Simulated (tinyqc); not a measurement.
Surface potential of a MOS transistor: implicit equation and explicit approximations: one step of the calculation.

p-type body, charge-sheet picture, depletion and inversion only, full ionisation (an idealisation for deep acceptors), Boltzmann statistics (rough once Na exp(x - xn) passes about Nc/7). In units of Vt: xg = (Vg - Vfb)/Vt, x = psi/Vt, G = gamma/sqrt(Vt), xn = (2 phiF + Vc)/Vt. The implicit equation is (xg - x)^2 = G^2 [x - 1 + exp(x - xn)] for x above about 3. Cox = eps0 eox/tox.

Question. Explicit approximation. Depletion value a = 1 + [sqrt(G^2/4 + xg - 1) - G/2]^2; inversion value b = xn + ln[(xg - xn)^2/G^2 - xn + 1] and first guess y = min(a, b) - ln(1 + exp(-|a - b|)) if a > xn + 1, else b = y = a; one second-order correction with D = exp(y - xn), p = 2 (xg - y) + G^2 (1 + D), w = (xg - y)^2 - G^2 (y - 1 + D): z = y + 2 w/(p + sqrt(p^2 - 2 (2 - G^2 D) w)), or the Newton step z = y + w/p where the root is not real.

G = 3.6699215
xn = 76.988868
xg = 133.83878

Wanted: a; b; y; p; w; z.

Answer.

a = 97.742
b = 82.089
y = 82.089
p = 2325.4
w = -622.51
z = 81.774

The root of the implicit equation is x = 81.7800; y misses it by 0.31 and z by -0.0061, in units of Vt.

tinyqc, about 0.01 s, one thread, Intel Xeon 2.30GHz (shared host): `OMP_NUM_THREADS=1 python tinyqc.py 2122047 2122048 out.jsonl`
